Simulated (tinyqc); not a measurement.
Input admittance of a MOSFET at zero drain bias: distributed channel and distributed gate: one step of the calculation.

Source and drain grounded, strong inversion, w = 2 pi f, Cox = eps0 eox/tox. The channel is an RC line of resistance 1/(mu Cox Vo) per square fed from both ends, so one finger has the intrinsic admittance y = i w Cox L tanh(g)/g per width, g = (1/2) sqrt(i w tau), tau = L^2/(mu Vo). The vertical resistance rv/L is in series with y, the overlaps 2 i w Cov in parallel: y_t = 1/(1/y + rv/L) + 2 i w Cov. The gate strip is a line of Rsh/L per length loaded by y_t, so a finger has Y = y_t Wf tanh(k)/k, k = (Wf/sd) sqrt(y_t Rsh/L); the device has Nf Y.

Problem. Admittance of the channel and stack per width. tau, g, c = Cox L, y and y_t as defined.

Parameters, values chosen for the exercise; values of the order met in silicon radio-frequency transistors: relative permittivity of the gate insulator (close to silicon dioxide) eox = 3.9; insulator thickness tox = 2.6 nm; channel length L = 0.26 um; channel mobility mu = 310 cm^2/(V s); gate overdrive Vo = 0.75 V; vertical resistivity of the gate stack rv = 0 ohm um^2; overlap and fringe capacitance on each side Cov = 0.29 fF/um; frequency f = 25 GHz.

Constants: eps0 = 8.8541878128e-14 F/cm where lengths are in cm. Results are converted to the units shown.

Give: tau; g; c; y; y_t.

Solution.

tau = 2.908 ps
g = 0.2389+0.2389i
c = 3.453 fF/um
y = 20.6+541.5i uS/um
y_t = 20.6+632.6i uS/um

w tau = 0.457, and Im y is 0.998 of w c.

Numbers from tinyqc (`OMP_NUM_THREADS=1 python tinyqc.py 2262042 2262043 out.jsonl`; about 0.01 s on one thread of a shared Intel Xeon 2.30GHz).
